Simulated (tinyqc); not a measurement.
Slow cooling against a quench: self-consistent Fermi level with native defects, at growth and after a quench. Computed by tinyqc, a small Python program. Command: `OMP_NUM_THREADS=1 python tinyqc.py 3012732 3012733 out.jsonl scfermi walk`. One thread of a shared host (Intel(R) Xeon(R) Processor @ 2.30GHz), about 0.05 s of CPU time with the checks.

Energies are counted from the top of the valence band (VBM); when the gap shrinks with temperature the conduction band moves and the levels stay. The added dopant is taken as fully ionised. D and A draw on one reservoir with opposite signs, as the two vacancies of a compound do.

Inputs (values chosen for the exercise, for a model semiconductor):

| quantity | value | unit |
|---|---|---|
| gap E_g at 300 K | 1.31 | eV |
| slope -dE_g/dT above 300 K | 0.00021 | eV/K |
| electron mass m_e | 0.0979 | m_0 |
| valleys M_c | 1 | - |
| hole mass m_h | 0.616 | m_0 |
| E_f of the neutral native donor D | 1.775 | eV |
| E_f of the neutral native acceptor A | 3.012 | eV |
| shift s of the chemical potential | 0.11 | eV |
| site density N_s | 4.3e+22 | cm^-3 |
| dopant density N_X | 2.5e+19 | cm^-3 |
| growth temperature T_g | 1150 | K |
| temperature of use T | 300 | K |

Added shallow dopant: acceptor.

levels of D above the VBM, most positive state first (eV): 0.662  0.751  0.888

levels of A above the VBM, (0/-1) first (eV): 0.218  0.228

Constants: m_0 = 9.1093837015e-31 kg; k_B = 1.380649e-23 J/K; h = 6.62607015e-34 J s; k_B = 8.617333262e-05 eV/K.

Method:
- E_f(D, 0) = input + s and E_f(A, 0) = input - s; E_f(q, E_F = 0) follows from the levels, eps(q/q-1) = E_f(q - 1) - E_f(q) at E_F = 0.
- E_g(T) = E_g - slope x max(0, T - 300 K).
- N_c = 2 M_c (2 pi m_e k_B T/h^2)^(3/2) and N_v = 2 (2 pi m_h k_B T/h^2)^(3/2), masses in units of m_0.
- At growth T = T_g.
- n = N_c F_1/2((E_F - E_g)/k_B T), p = N_v F_1/2(-E_F/k_B T).
- F_1/2(eta) = (2/sqrt(pi)) int_0^infinity sqrt(x)/(1 + exp(x - eta)) dx, by the trapezoid rule in t = sqrt(x) with step 0.02 up to t = 12 (for eta < -12 by exp(eta) - exp(2 eta)/2^(3/2)).
- In equilibrium c_q = N_s exp(-(E_f(q, 0) + q E_F)/k_B T).
- Net charge = p - n + sum q c_q - N_X; the log ratio is ln(positive charge/negative charge).
- E_F is the root of the log ratio, by 50 bisections between -0.5 eV and E_g + 0.5 eV.
- After a quench the totals of D and A stay as grown, and each is shared among its charge states with weights exp(-(E_f(q, 0) + q E_F)/k_B T).
- Each E_F by bisection; full equilibrium lets the defects form and vanish at every T.

E_f(q, E_F = 0) (eV): D(+3) -0.416, D(+2) 0.246, D(+1) 0.997, D(0) 1.885, A(0) 2.902, A(-1) 3.120, A(-2) 3.348

total D = 8.16307e+18 cm^-3

total A = 5.57386e+11 cm^-3

Two histories (densities in cm^-3):

| T (K) | E_F, equilibrium (eV) | n | p | all defects | E_F, frozen (eV) | n, frozen | p, frozen |
|---|---|---|---|---|---|---|---|
| 980 | 0.38088 | 4.1032e+14 | 7.8470e+17 | 8.1684e+18 | 0.37963 | 4.0430e+14 | 7.9634e+17 |
| 810 | 0.33811 | 1.4195e+13 | 4.2272e+17 | 8.2188e+18 | 0.31729 | 1.0534e+13 | 5.6910e+17 |
| 640 | 0.29597 | 9.0457e+10 | 1.7626e+17 | 8.2782e+18 | 0.23672 | 3.0896e+10 | 5.1444e+17 |
| 470 | 0.25410 | 1.7326e+07 | 4.4812e+16 | 8.3185e+18 | 0.15526 | 1.5095e+06 | 5.1081e+17 |
| 300 | 0.21233 | 2.7911e-01 | 3.2873e+15 | 8.3322e+18 | 0.08151 | 1.7699e-03 | 5.1078e+17 |

What follows from these numbers?

At 300 K equilibrium would leave 8.33e18 defects per cm^3 against 8.16e18 frozen in, and E_F differs by -0.131 eV. The majority density of the quenched sample is 160 times the equilibrium one. Real samples lie between, set by the temperature at which diffusion stops.
